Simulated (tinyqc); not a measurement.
Zener tunnelling in a reverse-biased junction, two-band WKB: one step of the calculation.

Abrupt p-n junction, depletion approximation. Energies E are counted from the conduction-band edge of the neutral n side; its Fermi level lies at dn, that of the p side at dn - V, and the valence-band edge of the neutral p side at Em = dn + dp - V. Tunnelling needs 0 < E < Em. Two-band dispersion with equal masses m: inside the gap kappa = sqrt(m u (1 - u/Eg)/C), u the distance from a band edge, C = hbar^2/(2 m0).

Task. Fermi levels and built-in voltage. Nd = Nc F12(dn/Vt), Na = Nv F12(dp/Vt), F12(x) = (2/sqrt(pi)) int_0^infinity sqrt(u)/(1 + exp(u - x)) du; dn = EF - Ec on the n side, dp = Ev - EF on the p side (negative outside the bands); Vbi = Eg + dn + dp.

Inputs (values chosen for the exercise); band and dielectric values close to those of indium arsenide:
- T = 350 K (temperature)
- Eg = 0.349 eV (band gap)
- Nc = 1.11e17 cm^-3 (conduction-band density of states at 350 K)
- Nv = 8.37e18 cm^-3 (valence-band density of states at 350 K)
- Na = 3.3e19 cm^-3 (acceptor density)
- Nd = 9.1e17 cm^-3 (donor density)

Constants: q = 1.602176634e-19 C, kB = 1.380649e-23 J/K, Vt = kB T/q. Results are converted to the units shown.

Give: dn; dp; Vbi.

Result.

dn = 0.14281 eV
dp = 0.081342 eV
Vbi = 0.57315 V

Boltzmann statistics would give dn = 0.0635 eV and dp = 0.0414 eV. At zero bias the bands of the two sides overlap by dn + dp.

Range of the model: Parabolic densities of states, no band tails and no gap narrowing, all of which matter at such doping.

tinyqc, about 0.01 s, one thread, Intel Xeon 2.30GHz (shared host): `OMP_NUM_THREADS=1 python tinyqc.py 2620077 2620078 out.jsonl`
